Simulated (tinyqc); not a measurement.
Biaxial strain splits the top of the valence band: sp3s* tight binding, strained.

sp3s* tight binding, nearest neighbours only: anion (a) at 0, cation (c) at a/4 (1,1,1), orbitals s, px, py, pz, s* on each; k in units of 2 pi/a. With phases e_j = exp(i (pi/2) k.n_j) for n = (1,1,1), (1,-1,-1), (-1,1,-1), (-1,-1,1): g0 = (e1+e2+e3+e4)/4, g1 = (e1+e2-e3-e4)/4, g2 = (e1-e2+e3-e4)/4, g3 = (e1-e2-e3+e4)/4. The diagonal holds the levels Esa, Epa, Exa (s*) and Esc, Epc, Exc. Anion-cation block: <sa|sc> = Vss g0; <sa|xc> = Vsapc g1; <xa|sc> = -Vscpa g1; <xa|xc> = Vxx g0; <xa|yc> = <ya|xc> = Vxy g3, <xa|zc> = <za|xc> = Vxy g2, <ya|zc> = <za|yc> = Vxy g1; <s*a|xc> = Vxapc g1; <xa|s*c> = -Vpaxc g1; y and z take g2 and g3 in place of g1; s-s* and s*-s* vanish.

Strain e moves each bond vector to d = (1 + e) d0 (no internal displacement for the diagonal strains used here) and k is given in fractions of the strained reciprocal cell, so the phases stay. Two-centre values Vss_sigma = Vss/4, Vsp_sigma = sqrt3 V/4 for each s-p and s*-p pair, Vpp_sigma = (Vxx + 2 Vxy)/4, Vpp_pi = (Vxx - Vxy)/4 are scaled by (d0/d)^eta and combined with the new direction cosines; the levels on the diagonal stay.

Values chosen for the exercise (near a published set for Si, fitted to gaps, whose masses and valley positions are rough; the results hold for these values, not for the real material): Esa = -4.198 eV (s level of the anion); Epa = 1.72 eV (p level of the anion); Esc = -4.198 eV (s level of the cation); Epc = 1.72 eV (p level of the cation); Exa = 6.7 eV (s* level of the anion); Exc = 6.7 eV (s* level of the cation); Vss = -8.297 eV (s-s); Vxx = 1.712 eV (px-px); Vxy = 4.569 eV (px-py); Vsapc = 5.743 eV (s anion, p cation); Vscpa = 5.743 eV (s cation, p anion); Vxapc = 5.38 eV (s* anion, p cation); Vpaxc = 5.38 eV (p anion, s* cation); eta = 1.8 (scaling exponent); D001 = 0.77 (ratio -ezz/exx).

No spin-orbit coupling; k = 0; exx = eyy = e, ezz = -D001 e. The four bonds keep equal lengths, and the sums over them give Vxx(e) for px and py and Vzz(e) for pz; each level is the lower root of [[Epa, V], [V, Epc]], and the s level the upper root of the s block. The shear potential b follows from E(x,y) - E(z) = 3 b (exx - ezz), taken as the slope between e = -0.005 and 0.005.

Couplings and levels at Gamma (eV):
```
e           ezz  Vxx(e)  Vzz(e)   E(x,y)     E(z)  E(x,y) - E(z) (meV)  upper s level
-0.020   0.0154  1.6262  1.9590   0.0938  -0.2390                332.8         4.2207
-0.010   0.0077  1.6699  1.8340   0.0501  -0.1140                164.1         4.1601
-0.005   0.0039  1.6912  1.7726   0.0288  -0.0526                 81.5         4.1296
0.005   -0.0039  1.7324  1.6521  -0.0124   0.0679                -80.3         4.0683
0.010   -0.0077  1.7525  1.5931  -0.0325   0.1269               -159.4         4.0376
0.020   -0.0154  1.7913  1.4772  -0.0713   0.2428               -314.2         3.9759
```

b = -3.046 eV

What can be read from this table?

Under tension in the plane (e > 0) the bonds tilt towards the plane, Vxx grows to 1.7525 and Vzz falls to 1.5931 eV at e = 0.01, and the pz state forms the top of the valence band, by 159.4 meV; under compression (e = -0.01) the px, py pair does, by 164.1 meV. The slope gives b = -3.05 eV, a rough value, since on-site strain terms are left out (measured values lie near -2 eV).

Computed by tinyqc, a small Python program: `OMP_NUM_THREADS=1 python tinyqc.py 1451351 1451352 out.jsonl` (the numbers bound the seed that draws the inputs); one thread of a shared host (Intel(R) Xeon(R) Processor @ 2.30GHz), about 0.1 s for the whole set of steps.
